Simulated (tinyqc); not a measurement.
What each parameter does: deformation-potential model of the L valleys of a conduction band.

Valleys with axes along [111], [1-1-1], [-11-1] and [-1-11], one whole valley each. Herring-Vogt shift of a valley with unit axis a: dE = Xd tr(e) + Xu a.e.a. Non-degenerate shares n_i = exp(-dE_i/kT)/sum_j exp(-dE_j/kT). Inverse mass tensor of a valley: (1 - a a)/mt + a a/ml; the masses are taken as independent of strain.

s11 = (C11 + C12)/((C11 - C12)(C11 + 2 C12)), s12 = -C12/((C11 - C12)(C11 + 2 C12)), s44 = 1/C44; exx = s11 sxx + s12 (syy + szz) and cyclic, exy = s44 sxy/2; tension is positive. A uniaxial stress X along the unit vector n is s_ij = X n_i n_j.

Constants: kB = 8.617333262e-05 eV/K.

Inputs chosen for the exercise (near those of Ge; the results hold for these values, not for the real material): ml = 1.583 m0 (longitudinal mass); mt = 0.082 m0 (transverse mass); Xd = -6.92 eV (dilation potential); Xu = 15.67 eV (uniaxial potential); C11 = 123.4 GPa; C12 = 47.4 GPa; C44 = 63 GPa; load = uniaxial [111] (kind of stress); X = 1.93 GPa (stress); T = 77 K (temperature).

Spread of the valley edges, lowest edge, largest share and m_c along [111].

Results for these values:

| case | spread (meV) | lowest edge (meV) | largest share | m_c (m0) |
|---|---|---|---|---|
| base | 213.36 | -68.35 | 0.3333 | 0.0917 |

What happens to each result for C11 = 98.72 GPa, all else kept?

Answer: spread does not change at the printed digits; lowest edge falls from -68.35 to -70.26; largest share does not change at the printed digits; m_c does not change at the printed digits.

The same for each parameter in turn:

| case | spread (meV) | lowest edge (meV) | largest share | m_c (m0) |
|---|---|---|---|---|
| base | 213.36 | -68.35 | 0.3333 | 0.0917 |
| ml = 1.266 m0 | 213.36 | -68.35 | 0.3333 | 0.0915 |
| mt = 0.098 m0 | 213.36 | -68.35 | 0.3333 | 0.1094 |
| Xd = -5.536 eV | 213.36 | -56.10 | 0.3333 | 0.0917 |
| Xu = 12.536 eV | 170.68 | -66.92 | 0.3333 | 0.0917 |
| C11 = 98.72 GPa | 213.36 | -70.26 | 0.3333 | 0.0917 |
| C12 = 56.88 GPa | 213.36 | -67.15 | 0.3333 | 0.0917 |
| C44 = 75.6 GPa | 177.80 | -59.46 | 0.3333 | 0.0917 |
| X = 2.316 GPa | 256.03 | -82.02 | 0.3333 | 0.0917 |
| T = 61.6 K | 213.36 | -68.35 | 0.3333 | 0.0917 |

Xd moves all valleys together, so it shifts the edge and nothing else.

tinyqc: `OMP_NUM_THREADS=1 python tinyqc.py 1051076 1051077 out.jsonl`; about 0.03 s, one thread, shared Intel(R) Xeon(R) Processor @ 2.30GHz.
